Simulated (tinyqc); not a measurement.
MOSFET in the linear regime without short-channel effects, parameter extraction from computed curves: one step of the calculation.

Inversion charge Q = Cox n Vt W0(exp((Vg - VT)/(n Vt))), W0 the Lambert function and n = nf; u = Q/Cox; mobility mu = mu0/(1 + th1 u + th2 u^2); channel resistance Rch = (L - dL)/(W mu Q); Id = Vd/(Rch + Rsd/W). Cox = eps0 eox/tox. Small Vd, no channel-length or drain effects.

Question. Threshold and mobility at the peak transconductance. gm_i = (Id_(i+1) - Id_(i-1))/(Vg_(i+1) - Vg_(i-1)); at the point j of largest gm the tangent meets the axis at V_ext = Vg_j - Id_j/gm_j; field-effect mobility gm_j L/(W Cox Vd) with the drawn L.

Inputs (values chosen for the exercise); channel values of the order met in silicon transistors: relative permittivity of the gate insulator (close to zirconium oxide) eox = 24.5; insulator thickness tox = 18 nm; low-field mobility mu0 = 140 cm^2/(V s); threshold voltage VT = 0.56 V; gate width W = 1 um; drawn gate length L = 1.2 um; drawn less effective length dL = 0.009 um; drain voltage Vd = 0.01 V.

Constants: eps0 = 8.8541878128e-14 F/cm where lengths are in cm. Results are converted to the units shown.

```
point  Vg (V)       Id (uA)
0         0.4  4.7941437e-4
1        0.48  0.0044495816
2        0.56   0.027751731
3        0.64   0.085109504
4        0.72    0.16381142
5         0.8    0.25166860
6        0.88    0.34330517
7        0.96    0.43631208
8        1.04    0.52948254
9        1.12    0.62215481
```

Find: gm; j; V_ext; field-effect mobility.

Answer.

gm, point 1 to 8 (uS): 0.1705  0.5041  0.8504  1.041  1.122  1.154  1.164  1.162
j = 7
V_ext = 0.5850 V
field-effect mobility = 115.9 cm^2/(V s)

V_ext is 25 mV above the model VT, and the mobility so found is 18 % below mu0 L/(L - dL) = 141 cm^2/(V s), the value for the drawn L; attenuation, series resistance and the slow approach of Q to a straight line all lower the peak gm.

Program tinyqc, `OMP_NUM_THREADS=1 python tinyqc.py 2210173 2210174 out.jsonl`; Intel Xeon 2.30GHz, shared host, one thread, about 0.02 s.
